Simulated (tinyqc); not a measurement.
Plane-wave Kohn-Sham cycle with exchange-only LDA in a layered model solid, step by step. Computed by tinyqc, a small Python program that keeps every step. Settings: points = 16, plane-wave index or count = 3, electrons = 2, k points = 4, area = 34.0, mixing = 0.1, iteration cap = 69. Command: `OMP_NUM_THREADS=1 python tinyqc.py 23313 23314 out.jsonl` (the two numbers bound the seeds that draw the settings). One thread of a shared host (Intel(R) Xeon(R) Processor @ 2.60GHz), about 0.03 s of CPU time with the checks.

A solid whose potential varies along x alone (atomic units):
```
parameter,value
period a,8.500000
cross-section of the cell,34.000000
electrons per cell,2
grid points,16
"plane waves -n..n, n",3
k points,4
V1 in V1 cos(2 pi x/a),-0.200000
```

Stop when sqrt(dV sum R^2) is below 1e-8, dV = a A/N.

Course of the cycle:
```
iteration,E (hartree),norm of the residual
1,-0.390373,9.92e-02
2,-0.378251,8.70e-02
3,-0.368785,7.62e-02
4,-0.361485,6.65e-02
5,-0.355909,5.80e-02
6,-0.351683,5.05e-02
7,-0.348500,4.39e-02
8,-0.346115,3.81e-02
9,-0.344337,3.30e-02
10,-0.343014,2.86e-02
11,-0.342035,2.48e-02
...,...,...
59,-0.339303,6.84e-05
60,-0.339303,6.18e-05
61,-0.339303,5.59e-05
62,-0.339303,5.06e-05
63,-0.339303,4.58e-05
64,-0.339303,4.15e-05
65,-0.339303,3.75e-05
66,-0.339303,3.40e-05
67,-0.339303,3.08e-05
68,-0.339303,2.79e-05
69,-0.339303,2.53e-05
```

Can the last value be used, and what does the course show?

Not by the stop rule, although the second column moves by less than 1e-07 over the last three steps. Not converged within 69 iterations: the residual falls steadily but slowly, by a factor of about 0.91 a step. Reruns (cap 100 unless said): mixing 0.5, Kerker q0 1.0: converged in 64 (E = -0.33930); mixing 0.3, Pulay depth 5: converged in 10 (E = -0.33930); the original settings with a cap of 400: converged in 149 (E = -0.33930).
